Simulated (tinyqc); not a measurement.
RHF in the 3-21g basis, for H3+, spin multiplicity 1, step by step. Computed by tinyqc, a small Python program that keeps every step (integrals from PySCF). Settings: charge = 1, multiplicity = 1, basis = 3-21g, energy threshold = 1e-10, iteration cap = 81, orthogonalisation = symmetric, start = random, DIIS depth = 8, method = RHF. Command: `OMP_NUM_THREADS=1 python tinyqc.py 23047 23048 out.jsonl` (the two numbers bound the seeds that draw the settings). One thread of a shared host (Intel(R) Xeon(R) Processor @ 2.60GHz), about 0.05 s of CPU time with the checks.

Geometry (angstrom):
```
atom         x         y          z
H     0.000000  0.000000   0.000000
H     0.000000  0.000000   0.965000
H     0.000000  0.000000  -0.965000
```

Stop when the energy changes by less than 1e-10 hartree and every element of the error matrix X^T (F D S - S D F) X is below 3e-06.

Course of the cycle:
```
iteration  E (hartree)     change  largest element of the error matrix
1          -0.16569657          -                             7.26e-01
2          -1.17885031  -1.01e+00                             1.17e-01
3          -1.20204856  -2.32e-02                             2.91e-03
4          -1.20208250  -3.39e-05                             5.55e-04
5          -1.20208351  -1.01e-06                             4.83e-05
6          -1.20208351  -7.23e-09                             3.80e-06
7          -1.20208351  -1.76e-11                             6.58e-08
```

Can the last value be used, and what does the course show?

Yes. Converged in 7 iterations. PySCF RHF in the same basis = -1.20208351 hartree.
